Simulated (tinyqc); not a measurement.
# Self-heating of a transistor with one or more fingers, with temperature-dependent conductivity, step by step

A worked calculation. Computed by tinyqc, a small Python program that keeps every step. Command: `OMP_NUM_THREADS=1 python tinyqc.py 3008146 3008147 out.jsonl selfheat walk`. One thread of a shared host (Intel(R) Xeon(R) Processor @ 2.30GHz), about 0.05 s of CPU time with the checks. Intermediate numbers are printed to about 7 digits and carried at full precision; extremes and crossings named in words are read from the listed rows.

N long parallel fingers lie on the top face of a slab whose bottom is held at T_0; the top is otherwise insulated, and heat flows in two dimensions. P in W/mm is 1000 P in W/m.

Inputs (values chosen for the exercise, modelled on silicon carbide): conductivity at the base temperature kappa_0 = 303 W/(m K); exponent m in kappa ~ T^-m = 1.48; base temperature T_0 = 358 K; power per gate width P = 5.1 W/mm; fingers N = 5; finger pitch s = 45 micrometre; width of the heat source w = 2 micrometre; substrate thickness t = 64 micrometre; phonon free path Lambda = 170 nm; heat capacity C = 2.29 1e6 J/(m^3 K); pulse length = 9.9 microsecond.

Power: fixed power.

## Geometry factors

A line source of power P on the top face raises the top at distance x by (P/(pi kappa_0)) g(x), g(x) = -ln tanh(pi x/(4 t)) (the image sum for the slab). On a strip of width w the centre sees the mean of g over the strip, g_0 = 1 + ln(8 t/(pi w)) for w much below t.

own factor g_0 = 5.400448

g(j s), j = 1..7: [0.6887728, 0.2205250, 0.0728167, 0.0241211, 0.0079931, 0.0026488, 0.0008778]

## Linear temperature rise of each finger

theta_i = (P/(pi kappa_0)) [g_0 + sum over j != i of g(|i - j| s)], with equal powers and constant conductivity; thermal resistance = largest theta/P.

theta of each finger (K): [34.32503, 37.88603, 38.67740, 37.88603, 34.32503]

largest theta = 38.67740 K

thermal resistance = 7.583805 K mm/W

The neighbours supply 25 % of the rise of the hottest finger, which runs 4.4 K above the outer ones.

## Correction for the falling conductivity

Kirchhoff transformation for kappa = kappa_0 (T/T_0)^-m: T = T_0 [1 - (m - 1) theta/T_0]^(-1/(m - 1)), where theta is the linear rise. The bracket vanishes at the power P T_0/((m - 1) theta).

peak temperature = 400.0032 K

true rise = 42.00318 K

true rise / linear rise = 1.085988

power at which the formula diverges = 98.34554 W/mm

The falling conductivity adds 8.6 % to the rise.

## Extra rise from ballistic phonons

Near a source smaller than the free path, Fourier's law overstates the flow. Rough estimate: a strip that emits phonons into a half space adds a resistance times area of 4 Lambda/(3 kappa_0), from the ballistic flux C v Delta T/4 with kappa_0 = C v Lambda/3, so Delta T_b = 4 Lambda P/(3 kappa_0 w); Knudsen number Lambda/w.

Knudsen number = 0.085

ballistic rise Delta T_b = 1.907591 K

Delta T_b / largest theta = 0.04932055

By this estimate the ballistic term is at most a fifth of the Fourier rise.

## Rise at the end of a pulse

After switching on, theta(tau) = (P D/kappa_0) int_0^tau X(u) Z(u) du at the hottest finger, D = kappa_0/C; X = sum over fingers at distance x of [erf((x + w/2)/r) - erf((x - w/2)/r)]/(2 w), Z = sum_(j=-200..200) (-1)^j exp(-(2 j t/r)^2)/sqrt(pi D u), r = 2 sqrt(D u); trapezoid rule on 300 points evenly spaced in ln u from u_0 = 1e-3 min(tau, w^2/D) to tau, plus the exact piece 2 sqrt(u_0/(pi D))/w below u_0. Conductivity and power are held at their base values here, and Fourier's law is used even where the diffusion length is near a phonon free path.

diffusivity D = 132.3144 micrometre^2/microsecond

diffusion length sqrt(D tau) = 36.19272 micrometre

linear rise after the pulse = 30.992 K

share of the steady rise = 0.8013

## Rise against time

The formulas are those given above.

Heating curve:
```
time (microsecond)  sqrt(D time) (micrometre)  rise (K)  share of the steady rise
3.10e-05                           0.06404488   0.60819                   0.01572
3.10e-04                            0.2025277    1.9232                   0.04972
0.0031                              0.6404488    5.6367                    0.1457
0.031                                2.025277     11.36                    0.2937
0.31                                 6.404488     17.48                    0.4519
1.5                                  14.08800    21.824                    0.5643
6.2                                  28.64174     27.98                    0.7234
19                                   50.13954    35.274                     0.912
46                                   78.01579     38.36                    0.9918
```

Half the steady rise is reached between 0.31 and 1.5 microseconds, and the last row holds 99.2 % of it; the slowest time constant is 4 t^2/(pi^2 D) = 12.5 microseconds. While the diffusion length lies between w and the pitch or thickness, the rise grows as the logarithm of time; once it nears the pitch of 45 micrometre the neighbours add their heat.

Checks made by the program: g(s) against the alternating image sum (relative difference 2e-06); Kirchhoff integral of kappa/kappa_0 from T_0 to T (relative difference below 1e-10); long-time limit against the steady rise (relative difference 9e-06).
